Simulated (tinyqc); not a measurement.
## Silicon n-p-n transistor, Gummel numbers and transit times: Cut-off frequency against collector current

One-dimensional n-p-n transistor in the forward active mode at low injection. In the base p(x) = NB exp(-eta x/wb) and ni(x)^2 = ni^2 exp((g0 + g1 x/wb)/Vt); electrons leave the base at vsat; band spikes at the emitter junction and recombination inside the emitter are ignored.

f(x) = p(x) ni^2/ni(x)^2; I(x) = integral from x to wb of f/Dn, plus f(wb)/vsat; base Gummel number GB = I(0); electron density per unit flux n/(J/q) = I/f; base transit time tauB = integral of I/f over the base. ni = sqrt(Nc Nv) exp(-Eg/(2 Vt)), Eg in volts; JC = J0 exp(VBE/Vt), J0 = q ni^2/GB; collector layer one-sided, Wc = sqrt(2 eps0 eps_r (Vbc + VCB)/(q NC)), Vbc = Vt ln(NB exp(-eta) NC/ni^2), Cjc = eps0 eps_r/Wc, tauC = Wc/(2 vsat). Delay 1/(2 pi fT) = tauE + tauB + tauC + tauR with tauE = Vt (Cj + Cjc)/JC and tauR = Rc Cjc. Charge stored in the emitter is left out. The Kirk effect, also left out, sets in near JC = q NC vsat. n(0) = (JC/q) I(0)/f(0).

Inputs (values chosen for the exercise); band and dielectric values close to those of silicon: temperature T = 400 K; band gap Eg = 1.1 eV; relative permittivity eps_r = 11.9; conduction-band density of states at T Nc = 4.36e19 cm^-3; valence-band density of states at T Nv = 4.11e19 cm^-3; saturation velocity vsat = 9.87e6 cm/s; neutral base width wb = 96 nm; base doping at the emitter edge NB = 7.7e17 cm^-3; doping falls as exp(-eta x/wb) eta = 0; gap reduction at the emitter edge of the base g0 = 0 eV; further gap reduction across the base (linear) g1 = 0 eV; electron diffusion coefficient in the base Dn = 10 cm^2/s; collector doping NC = 2.8e16 cm^-3; collector-base reverse bias VCB = 1.6 V; emitter junction capacitance Cj = 5.8 fF/um^2; emitter plus collector resistance Rc = 50 ohm um^2.

Constants: q = 1.602176634e-19 C, kB = 1.380649e-23 J/K, Vt = kB T/q, eps0 = 8.8541878128e-14 F/cm where lengths are in cm. Results are converted to the units shown.

The same in every row: tauB (ps) = 5.581; tauC (ps) = 1.669; tauR (ps) = 0.01599.

Result of one run:
```
JC (mA/um^2),VBE (V),tauE (ps),fT (GHz),JC/(q NC vsat),n(0)/NB
0.13,0.7483,1.623,17.91,0.2936,0.1118
```

What becomes of these results when the collector current density JC is changed from 0.13 to 0.58 mA/um^2, all else the same?

Result of the changed run:
```
JC (mA/um^2),VBE (V),tauE (ps),fT (GHz),JC/(q NC vsat),n(0)/NB
0.58,0.7998,0.3637,20.86,1.310,0.4990
```

The whole series:
```
JC (mA/um^2),VBE (V),tauE (ps),fT (GHz),JC/(q NC vsat),n(0)/NB
0.0015,0.5945,140.6,1.076,0.003388,0.001290
0.0031,0.6195,68.05,2.113,0.007001,0.002667
0.0066,0.6455,31.96,4.057,0.01491,0.005678
0.014,0.6714,15.07,7.126,0.03162,0.01204
0.029,0.6965,7.274,10.95,0.06550,0.02495
0.062,0.7227,3.402,14.92,0.1400,0.05334
0.13,0.7483,1.623,17.91,0.2936,0.1118
0.28,0.7747,0.7534,19.85,0.6324,0.2409
0.58,0.7998,0.3637,20.86,1.310,0.4990
```

fT rises from 1.08 to 20.9 GHz as the charging time falls as 1/JC; its limit for vanishing tauE is 21.9 GHz, of which the largest delay is tauB (76.8 %). tauE equals the other delays together at JC = 0.0290 mA/um^2. For JC = 0.28, 0.58 JC nears or passes q NC vsat, where base push-out would lower fT. For JC = 0.28, 0.58 the electron density at the emitter edge exceeds a fifth of NB, beyond low injection.

Range of the model: Heavy doping makes emitter or base degenerate; gE and g0 are to be read as apparent gap changes that include this.

Program tinyqc, `OMP_NUM_THREADS=1 python tinyqc.py 2320061 2320062 out.jsonl`; Intel Xeon 2.30GHz, shared host, one thread, about 0.01 s.
